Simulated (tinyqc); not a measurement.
Substrate current against gate voltage: lateral field, substrate current, probability of reaching the oxide barrier and hot-carrier lifetime of a silicon transistor (pseudo-two-dimensional and lucky-electron models). Computed by tinyqc, a small Python program. Command: `OMP_NUM_THREADS=1 python tinyqc.py 3003640 3003641 out.jsonl hotcar walk`. One thread of a shared host (Intel(R) Xeon(R) Processor @ 2.30GHz), about 0.01 s of CPU time with the checks.

Local-field models: a lucky carrier gains its energy at the peak field over a path free of collisions. Voltages are magnitudes.

Inputs (values chosen for the exercise, modelled on a silicon p-channel): channel length L = 830 nm; oxide thickness t = 15 nm; junction depth x_j = 220 nm; mobility mu = 96 cm^2/(V s); saturation velocity v_s = 0.71 1e7 cm/s; threshold voltage V_T = 0.78 V; drain voltage V_D = 6.8 V; ionisation prefactor A_i = 7.3e+06 1/cm; ionisation field B_i = 3.72 MV/cm; hot-carrier mean free path lambda = 5.1 nm; oxide barrier phi_b = 4.6 eV; interface-trap threshold phi_it = 4.5 eV; lifetime constant H = 2000 s microampere/micrometre.

Drain: abrupt.

Constants: eps_0 = 8.8541878128e-12 F/m.

Method:
- C_ox = 3.9 eps_0/t; F_sat = 2 v_s/mu; V_Dsat = V_ov F_sat L/(V_ov + F_sat L), V_ov = V_G - V_T; I_D/W = C_ox v_s (V_ov - V_Dsat).
- Scale length l = 0.22 t^(1/3) x_j^(1/2) (all in cm); F_m = sqrt(((V_D - V_Dsat)/l_e)^2 + F_sat^2), with l_e = l; length of the velocity-saturated region l_e ln((V_D - V_Dsat)/(l_e F_sat) + F_m/F_sat).
- Substrate current I_sub/I_D = (A_i/B_i)(V_D - V_Dsat) exp(-B_i/F_m); probability of reaching the oxide barrier exp(-phi_b/(e lambda F_m)); lifetime tau = (H/(I_D/W)) exp(phi_it/(e lambda F_m)).

At the given drain voltage:
```
V_G (V)  V_Dsat (V)  I_D/W (microampere/micrometre)  F_m (kV/cm)  I_sub/W (microampere/micrometre)     tau (s)
1.1          0.3119                            1.33       568.84                           0.02445  8.2062e+09
1.5          0.6801                            6.52       538.80                           0.07857  3.9715e+09
2.0          1.1097                           18.02       503.93                           0.12526  4.4615e+09
2.7          1.6603                           42.44       459.57                           0.13064  1.0269e+10
3.5          2.2267                           80.63       414.46                           0.09152  4.3677e+10
4.5          2.8549                          141.39       365.27                           0.04133  4.3800e+11
5.5          3.4093                          214.23       322.92                           0.01416  6.8681e+12
6.5          3.9020                          297.15       286.48                           0.00388  1.6007e+14
7.5          4.3429                          388.54       255.24                           0.00088  5.3050e+15
```

What follows from these numbers?

I_sub peaks at V_G = 2.7 V, 0.40 V_D: a higher gate voltage brings more carriers but raises V_Dsat and so lowers F_m. The shortest lifetime among the rows lies at V_G = 1.5 V, below that of the largest I_sub, since tau depends more steeply on the field.

Extremes, crossings and ranges named in words are read from the listed rows.
